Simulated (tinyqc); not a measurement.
Pariser-Parr-Pople SCF with singles CI, for the molecule [CH2+]c1ccccc1 (SMILES; centres numbered as the heavy atoms are written), step by step. One step of it, computed by the program tinyqc.

Problem. Iteration 1: Fock matrix. F_rr = H_rr + P_rr gamma_rr / 2 + sum_(s != r) P_ss gamma_rs; F_rs = H_rs - P_rs gamma_rs / 2; E = tr P (H + F) / 2 + core repulsion sum_(r<s) z_r z_s gamma_rs.

P at the start:
```
           1C         2C         3C         4C         5C         6C         7C
1C   0.071809   0.316373   0.105444  -0.053831  -0.101676  -0.053831   0.105444
2C   0.316373   1.428312   0.547955  -0.108550  -0.303945  -0.108550   0.547955
3C   0.105444   0.547955   1.004773   0.709770   0.199218  -0.245346  -0.291459
4C  -0.053831  -0.108550   0.709770   0.872266   0.613713   0.168498  -0.245346
5C  -0.101676  -0.303945   0.199218   0.613713   0.745800   0.613713   0.199218
6C  -0.053831  -0.108550  -0.245346   0.168498   0.613713   0.872266   0.709770
7C   0.105444   0.547955  -0.291459  -0.245346   0.199218   0.709770   1.004773
```

core matrix H (eV):
```
            1C          2C          3C          4C          5C          6C          7C
1C  -39.810081   -2.530000    0.000000    0.000000    0.000000    0.000000    0.000000
2C   -2.530000  -48.971449   -2.530000    0.000000    0.000000    0.000000   -2.530000
3C    0.000000   -2.530000  -46.658228   -2.530000    0.000000    0.000000    0.000000
4C    0.000000    0.000000   -2.530000  -45.088855   -2.530000    0.000000    0.000000
5C    0.000000    0.000000    0.000000   -2.530000  -44.694143   -2.530000    0.000000
6C    0.000000    0.000000    0.000000    0.000000   -2.530000  -45.088855   -2.530000
7C    0.000000   -2.530000    0.000000    0.000000    0.000000   -2.530000  -46.658228
```

repulsion gamma_rs (eV):
```
           1C         2C         3C         4C         5C         6C         7C
1C  11.130000   7.553862   5.239602   3.670230   3.276555   3.670230   5.239602
2C   7.553862  11.130000   7.554960   5.239602   4.668463   5.239602   7.554960
3C   5.239602   7.554960  11.130000   7.553862   5.239602   4.669500   5.240702
4C   3.670230   5.239602   7.553862  11.130000   7.554960   5.240702   4.669500
5C   3.276555   4.668463   5.239602   7.554960  11.130000   7.554960   5.239602
6C   3.670230   5.239602   4.669500   5.240702   7.554960  11.130000   7.553862
7C   5.239602   7.554960   5.240702   4.669500   5.239602   7.553862  11.130000
```

Centres (angstrom, eV; a flat drawing with bonds scaled to 1.40 angstrom):
```
centre          x          y  core charge z          W   gamma_rr
1C       2.400000   0.000000              1  11.160000  11.130000
2C       1.000000   0.000000              1  11.160000  11.130000
3C       0.300000   1.212000              1  11.160000  11.130000
4C      -1.100000   1.212000              1  11.160000  11.130000
5C      -1.800000   0.000000              1  11.160000  11.130000
6C      -1.100000  -1.212000              1  11.160000  11.130000
7C       0.300000  -1.212000              1  11.160000  11.130000
```

Give: F; pi energy.

Solution.

F (eV):
```
         1C        2C        3C       4C       5C       6C        7C
1C  -9.2455   -3.7249   -0.2762   0.0988   0.1666   0.0988   -0.2762
2C  -3.7249  -12.6760   -4.5999   0.2844   0.7095   0.2844   -4.5999
3C  -0.2762   -4.5999  -10.0641  -5.2108  -0.5219   0.5728    0.7637
4C   0.0988    0.2844   -5.2108  -9.9999  -4.8483  -0.4415    0.5728
5C   0.1666    0.7095   -0.5219  -4.8483  -9.9314  -4.8483   -0.5219
6C   0.0988    0.2844    0.5728  -0.4415  -4.8483  -9.9999   -5.2108
7C  -0.2762   -4.5999    0.7637   0.5728  -0.5219  -5.2108  -10.0641
```

pi energy = -82.7637 eV
